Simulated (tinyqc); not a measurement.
Shrinking the pitch: stress in a transistor channel from embedded alloy regions, liners and fins, by half-space elasticity. Computed by tinyqc, a small Python program. Command: `OMP_NUM_THREADS=1 python tinyqc.py 3006248 3006249 out.jsonl stressor walk`. One thread of a shared host (Intel(R) Xeon(R) Processor @ 2.30GHz), about 0.01 s of CPU time with the checks.

Plane strain in an isotropic half-space, the same constants everywhere; x along the channel from its centre, y downwards from the free surface; stress is positive in tension.

Inputs (values chosen for the exercise, modelled on silicon):

| quantity | value | unit |
|---|---|---|
| alloy fraction x | 0.016 | - |
| lattice change per unit x, beta | -0.46 | - |
| Young's modulus E | 167 | GPa |
| Poisson ratio nu | 0.27 | - |
| channel length L | 118 | nm |
| length of each stressor S | 65 | nm |
| recess depth d | 40 | nm |
| depth of the field point y | 4 | nm |

Stressor: Si(1-x)C(x) source and drain.

Method:
- Misfit e = beta x. A fully constrained inclusion holds the stress -p with p = E e/(1 - 2 nu); a blanket film would hold -E e/(1 - nu) in the plane.
- A line element dA of misfit at (a, c) in the half-space gives, with C = E e/(2 pi (1 - nu)), X = x - a, r1^2 = X^2 + (y - c)^2, r2^2 = X^2 + Y^2, Y = y + c: s_xx = -C dA {[X^2 - (y - c)^2]/r1^4 + 3 [X^2 - Y^2]/r2^4 + 4 y Y (Y^2 - 3 X^2)/r2^6}, s_yy = C dA {[X^2 - (y - c)^2]/r1^4 - [X^2 - Y^2]/r2^4 + 4 y Y (Y^2 - 3 X^2)/r2^6}. These are integrated over two rectangles, L/2 < |a| < L/2 + S, 0 < c < d (closed form in a, 200 Gauss-Legendre points in c).
- L and S are scaled together at fixed d, then S alone, then L alone.

misfit e = -0.00736

S_xx at the centre (MPa):

| scale | L and S scaled | S alone | L alone |
|---|---|---|---|
| 0.35 | 517.88 | 273.56 | 1099.2 |
| 0.50 | 625.45 | 359.67 | 965.4 |
| 0.70 | 634.50 | 454.26 | 780.3 |
| 1.00 | 564.43 | 564.43 | 564.4 |
| 1.40 | 461.50 | 671.52 | 381.4 |
| 2.00 | 350.07 | 780.90 | 233.1 |
| 3.00 | 244.35 | 891.83 | 123.6 |

Halving S alone keeps 0.64 of the stress, halving L alone gives 1.71, and halving both 1.11: a shorter channel brings the walls closer, a shorter stressor brings its far wall, which pulls the other way, closer too. Neighbouring devices are left out.
